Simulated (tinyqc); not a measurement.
Inside a calculation. Method: RHF in the sto-6g basis, for BeH+, spin multiplicity 1. One step of it, computed by the program tinyqc.

Task: Iteration 1: building the Fock matrix. J_ij = sum D_kl (ij|kl), K_ij = sum D_kl (ik|jl); F = H + J - 0.5 K; E = tr D H + tr D J / 2 - 0.25 tr D K + E_nn.

D at the start, lower triangle:
```
            1Be 1s    1Be 2s   1Be 2px   1Be 2py   1Be 2pz     2H 1s
1Be 1s    2.091299
1Be 2s   -0.326239  1.108086
1Be 2px   0.000000  0.000000  0.000000
1Be 2py   0.000000  0.000000  0.000000  0.000000
1Be 2pz  -0.210842  0.873907  0.000000  0.000000  0.690299
2H 1s    -0.021623  0.161589  0.000000  0.000000  0.128043  0.023902
```

core Hamiltonian H = T + V (hartree), lower triangle:
```
            1Be 1s     1Be 2s    1Be 2px    1Be 2py    1Be 2pz      2H 1s
1Be 1s   -8.303832
1Be 2s   -1.949267  -2.422028
1Be 2px   0.000000   0.000000  -1.947271
1Be 2py   0.000000   0.000000   0.000000  -1.947271
1Be 2pz  -0.015559  -0.131968   0.000000   0.000000  -2.047821
2H 1s    -0.411303  -1.000639   0.000000   0.000000  -1.087335  -1.895971
```

Two-electron integrals (ij|kl) in chemists' order, unique and non-zero (hartree):
```
(11|11) 2.299996   (21|11) 0.361879   (21|21) 0.071926   (22|11) 0.570332
(22|21) 0.139654   (22|22) 0.417773   (31|31) 0.015252   (32|31) 0.022555
(32|32) 0.092340   (33|11) 0.570332   (33|21) 0.139654   (33|22) 0.417773
(33|33) 0.450117   (41|41) 0.015252   (42|41) 0.022555   (42|42) 0.092340
(43|43) 0.024258   (44|11) 0.570332   (44|21) 0.139654   (44|22) 0.417773
(44|33) 0.401601   (44|44) 0.450117   (51|51) 0.015252   (52|51) 0.022555
(52|52) 0.092340   (53|53) 0.024258   (54|54) 0.024258   (55|11) 0.570332
(55|21) 0.139654   (55|22) 0.417773   (55|33) 0.401601   (55|44) 0.401601
(55|55) 0.450117   (61|11) 0.077187   (61|21) 0.014902   (61|22) 0.028835
(61|33) 0.028597   (61|44) 0.028597   (61|51) 0.001475   (61|52) 0.002867
(61|55) 0.029312   (61|61) 0.003266   (62|11) 0.188540   (62|21) 0.046918
(62|22) 0.153151   (62|33) 0.147340   (62|44) 0.147340   (62|51) 0.006540
(62|52) 0.038750   (62|55) 0.164772   (62|61) 0.010760   (62|62) 0.084208
(63|31) 0.004481   (63|32) 0.020500   (63|53) 0.006688   (63|63) 0.007632
(64|41) 0.004481   (64|42) 0.020500   (64|54) 0.006688   (64|64) 0.007632
(65|11) 0.203898   (65|21) 0.051375   (65|22) 0.175194   (65|33) 0.164905
(65|44) 0.164905   (65|51) 0.010562   (65|52) 0.060361   (65|55) 0.195773
(65|61) 0.012354   (65|62) 0.109526   (65|65) 0.146927   (66|11) 0.355922
(66|21) 0.090357   (66|22) 0.329508   (66|33) 0.305805   (66|44) 0.305805
(66|51) 0.014680   (66|52) 0.112165   (66|55) 0.376914   (66|61) 0.021421
(66|62) 0.231153   (66|65) 0.318921   (66|66) 0.774999
```

nuclear repulsion = 1.43117569 hartree

Give: Coulomb J; exchange K; Fock matrix F; total energy of this density.

Result:

Coulomb J (hartree), lower triangle:
```
         1Be 1s  1Be 2s  1Be 2px  1Be 2py  1Be 2pz  2H 1s
1Be 1s    5.718
1Be 2s    0.991   1.954
1Be 2px   0.000   0.000    1.938
1Be 2py   0.000   0.000    0.000    1.938
1Be 2pz   0.038   0.182    0.000    0.000    1.986
2H 1s     0.215   0.772    0.000    0.000    0.903  1.675
```

exchange K (hartree), lower triangle:
```
         1Be 1s  1Be 2s  1Be 2px  1Be 2py  1Be 2pz  2H 1s
1Be 1s    4.666
1Be 2s    0.727   0.645
1Be 2px   0.000   0.000    0.145
1Be 2py   0.000   0.000    0.000    0.145
1Be 2pz   0.028   0.476    0.000    0.000    0.503
2H 1s     0.174   0.492    0.000    0.000    0.476  0.555
```

Fock matrix F (hartree), lower triangle:
```
         1Be 1s  1Be 2s  1Be 2px  1Be 2py  1Be 2pz   2H 1s
1Be 1s   -4.919
1Be 2s   -1.322  -0.791
1Be 2px   0.000   0.000   -0.082
1Be 2py   0.000   0.000    0.000   -0.082
1Be 2pz   0.009  -0.188    0.000    0.000   -0.313
2H 1s    -0.283  -0.474    0.000    0.000   -0.422  -0.499
```

total energy of this density = -14.64604 hartree

This density is the starting one.
